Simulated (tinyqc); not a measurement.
Three structures under pressure: Born-Mayer model of an ionic crystal AB. Computed by tinyqc, a small Python program. Command: `OMP_NUM_THREADS=1 python tinyqc.py 3006757 3006758 out.jsonl bornmayer walk`. One thread of a shared host (Intel(R) Xeon(R) Processor @ 2.30GHz), about 0.01 s of CPU time with the checks.

Energies are per ion pair and r is the nearest distance of unlike ions.

Inputs (values chosen for the exercise, for a model salt): ionic charge z = 2; unlike repulsion lambda = 3300 eV; range rho = 0.287 angstrom.

Structure: rock salt. Short range: nearest neighbours only.

Constants: e^2/(4 pi eps_0) = 14.39964548 eV angstrom; 1 eV/angstrom^3 = 160.2176634 GPa.

Method:
- Madelung constant M, unlike neighbours z1, like neighbours z2 at f r, volume per pair: rock salt 1.747565, 6, 12, sqrt2, 2 r^3; caesium chloride 1.762675, 8, 6, 2/sqrt3, 8 r^3/(3 sqrt3); zinc blende 1.638055, 4, 12, sqrt(8/3), 16 r^3/(3 sqrt3).
- U(r) = -M z^2 e^2/(4 pi eps_0 r) + z1 lambda exp(-r/rho).
- With the volume written as c r^3, under pressure take the root at the minimum of the enthalpy and solve U'(r) + 3 c r^2 P = 0; H = U + P V; B = (U'' - 2 U'/r)/(9 c r).

Enthalpy (eV per pair):
```
P (GPa),rock salt,caesium chloride,zinc blende
0,-37.339,-36.275,-36.738
2,-37.009,-35.985,-36.310
5,-36.520,-35.555,-35.680
10,-35.721,-34.852,-34.657
20,-34.176,-33.484,-32.699
40,-31.253,-30.882,-29.048
70,-27.174,-27.226,-24.037
100,-23.366,-23.792,-19.416
```

volumes at zero pressure (angstrom^3): rock salt 26.598, caesium chloride 23.319, zinc blende 34.560

What does the comparison show, and why?

At zero pressure the order is rock salt < zinc blende < caesium chloride. Between 40 and 70 GPa the lowest enthalpy passes from rock salt to caesium chloride. Pressure favours the denser structure, through P V. The Madelung constants, the number of repulsive contacts and the volumes (26.6, 23.3, 34.6 angstrom^3 at P = 0) all matter. Caution: rigid ions with fixed charges leave out polarisation and covalency, so such models often misplace transition pressures.

Extremes, crossings and ranges named in words are read from the listed rows.
